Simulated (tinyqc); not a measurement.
## Dead time against afterpulsing

Afterpulse probability pap = pa (Cd Vx/q) exp(-td/tt) Pm, with Pm the trigger probability of a released carrier; largest rate 1/td; each true event gives 1/(1 - pap) counts.

Values chosen for this exercise:

| symbol | value | unit | meaning |
|---|---|---|---|
| Vx | 6.3 | V | excess bias |
| Cd | 81 | fF | diode capacitance |
| pa | 6.9e-8 |  | trapping probability per avalanche carrier |
| tt | 48 | ns | trap release time |

Constants: q = 1.602176634e-19 C. Results are converted to the units shown.

Pm = 0.697

Result of one run:
```
td (ns)  pap (%)  largest rate (1e6/s)  counts per event
290      0.03642                 3.448             1.000
```

What becomes of these results when the dead time td is changed from 290 to 67 ns, all else the same?

Result of the changed run:
```
td (ns)  pap (%)  largest rate (1e6/s)  counts per event
67         3.793                 14.93             1.039
```

The whole series:
```
td (ns)  pap (%)  largest rate (1e6/s)  counts per event
9.6        12.54                 104.2             1.143
16         10.98                 62.50             1.123
25         9.099                 40.00             1.100
41         6.520                 24.39             1.070
67         3.793                 14.93             1.039
110        1.549                 9.091             1.016
180       0.3602                 5.556             1.004
290      0.03642                 3.448             1.000
```

The afterpulse probability falls from 12.5 to 0.0364 %, a factor of ten for every 111 ns, while the largest rate falls from 104 to 3.45 million a second.

tinyqc, about 0.01 s, one thread, Intel Xeon 2.30GHz (shared host): `OMP_NUM_THREADS=1 python tinyqc.py 2630027 2630028 out.jsonl`
